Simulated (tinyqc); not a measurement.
CCD on RHF in the sto-3g basis, frozen core, for BeH2, spin multiplicity 1, step by step. One step of it, computed by the program tinyqc.

Question. CCD: starting amplitudes. t_ij^ab = <ij||ab> / (e_i + e_j - e_a - e_b), whose energy is MP2.

orbital energies (hartree): MO1 -4.523720, MO2 -0.443514, MO3 -0.405011, MO4 0.213265, MO5 0.213265, MO6 0.423806, MO7 0.849432

Two-electron integrals over orbitals (pq|rs), unique and non-zero (hartree); the lowest 1 orbital is frozen and left out:
```
(22|22) 0.389606    (32|32) 0.162645    (33|22) 0.402565    (33|33) 0.425843
(42|42) 0.048574    (43|43) 0.013856    (44|22) 0.363408    (44|33) 0.349037
(44|44) 0.449859    (52|52) 0.048574    (53|53) 0.013856    (54|54) 0.024249
(55|22) 0.363408    (55|33) 0.349037    (55|44) 0.401360    (55|55) 0.449859
(62|22) -0.020848   (62|33) -0.044750   (62|44) 0.058009    (62|55) 0.058009
(62|62) 0.079556    (63|32) -0.093445   (63|63) 0.084355    (64|42) 0.047150
(64|64) 0.050469    (65|52) 0.047150    (65|65) 0.050469    (66|22) 0.389503
(66|33) 0.400586    (66|44) 0.362343    (66|55) 0.362343    (66|62) -0.031866
(66|66) 0.405228    (72|32) -0.042295   (72|63) 0.061591    (72|72) 0.056786
(73|22) -0.003073   (73|33) -0.019219   (73|44) 0.063544    (73|55) 0.063544
(73|62) 0.075038    (73|66) -0.023715   (73|73) 0.084112    (74|43) 0.013609
(74|74) 0.016726    (75|53) 0.013609    (75|75) 0.016726    (76|32) 0.141849
(76|63) -0.093728   (76|72) -0.052617   (76|76) 0.139248    (77|22) 0.418012
(77|33) 0.435972    (77|44) 0.386363    (77|55) 0.386363    (77|62) -0.029779
(77|66) 0.426858    (77|73) -0.005156   (77|77) 0.476311
```

Give: Starting amplitudes; correlation energy.

Answer.

Starting amplitudes (spin orbitals 1a, 1b, ...; amplitudes related by a flip of all spins are not repeated):
```
from      to       t
3a 3b  6a 6b  -0.051
2a 2b  6a 6b  -0.046
2a 2b  5a 5b  -0.037
2a 2b  4a 4b  -0.037
2a 3b  6a 7b  -0.035
3a 3b  7a 7b  -0.034
2a 3b  6b 7a   0.029
2a 2b  7a 7b  -0.022
3a 3b  5a 5b  -0.011
3a 3b  4a 4b  -0.011
2a 3a  6a 7a  -0.006
```

correlation energy = -0.02497 hartree
